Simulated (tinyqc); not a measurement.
Donor level screened by free carriers (Yukawa potential): one step. Units and screening length. Four cases, with inputs chosen for the exercise.

Problem. Give Ry* = Ry m/eps^2, a* = a0 eps/m, EF, the three values of ks, and x = ks a*.

Screening wave number: Debye ks^2 = 4 pi q n/(eps kB T); Thomas-Fermi ks^2 = 6 pi q n/(eps EF) with EF = c (3 pi^2 n/gv)^(2/3)/m, c = hbar^2/2m0; the two are joined by 1/ks^2 = sqrt(1/ks_D^4 + 1/ks_TF^4). 1e18/cm^3 = 1e-6/angstrom^3, q = e^2/(4 pi eps0).

Constants: e^2/(4 pi eps0) = 14.39964547 eV angstrom; kB = 8.617333262e-05 eV/K; hbar^2/2m0 = 3.80998211 eV angstrom^2; Ry = 13.60569312 eV; a0 (Bohr radius) = 0.5291772105 angstrom.

Case 1.

Values chosen (near those of a donor in GaAs, with one mean mass; the results hold for these values, not for the real material): m = 0.069 m0 (mass); eps = 12.8 (dielectric constant); gv = 1 (valleys); T = 77 K (temperature); n = 0.015 x 1e18/cm^3 (free-carrier density).

Case 2.

Values chosen (near those of a donor in Si, with one mean mass; the results hold for these values, not for the real material): m = 0.313 m0 (mass); eps = 11.8 (dielectric constant); gv = 6 (valleys); T = 200 K (temperature); n = 1 x 1e18/cm^3 (free-carrier density).

Case 3.

Values chosen (near those of a donor in Ge, with one mean mass; the results hold for these values, not for the real material): m = 0.173 m0 (mass); eps = 15.7 (dielectric constant); gv = 4 (valleys); T = 300 K (temperature); n = 0.23 x 1e18/cm^3 (free-carrier density).

Case 4.

Values chosen (near those of a donor in GaAs, with one mean mass; the results hold for these values, not for the real material): m = 0.068 m0 (mass); eps = 12.9 (dielectric constant); gv = 1 (valleys); T = 400 K (temperature); n = 0.084 x 1e18/cm^3 (free-carrier density).

Give: Ry*; a*; EF; ks: Debye, Thomas-Fermi, joined; x.

Solution.

Case 1.

Ry* = 5.730 meV
a* = 98.17 angstrom
EF = 3.21 meV

ks: Debye, Thomas-Fermi, joined (1/angstrom): 0.00565  0.00995  0.00551

x = 0.5414

EF/kB T = 0.48, so the Debye value, the smaller one, controls the screening.

Case 2.

Ry* = 30.584 meV
a* = 19.95 angstrom
EF = 3.53 meV

ks: Debye, Thomas-Fermi, joined (1/angstrom): 0.02983  0.08074  0.02969

x = 0.5923

EF/kB T = 0.20, so the Debye value, the smaller one, controls the screening.

Case 3.

Ry* = 9.549 meV
a* = 48.02 angstrom
EF = 3.14 meV

ks: Debye, Thomas-Fermi, joined (1/angstrom): 0.01013  0.03559  0.01011

x = 0.4855

EF/kB T = 0.12, so the Debye value, the smaller one, controls the screening.

Case 4.

Ry* = 5.560 meV
a* = 100.39 angstrom
EF = 10.29 meV

ks: Debye, Thomas-Fermi, joined (1/angstrom): 0.00585  0.01311  0.00579

x = 0.5813

EF/kB T = 0.30, so the Debye value, the smaller one, controls the screening.

Computed by tinyqc, one run a case: `OMP_NUM_THREADS=1 python tinyqc.py N N+1 out.jsonl` with N = 1281239, 1281246, 1281279, 1281330; one thread of a shared Intel(R) Xeon(R) Processor @ 2.30GHz, about 0.02 s a run at most.
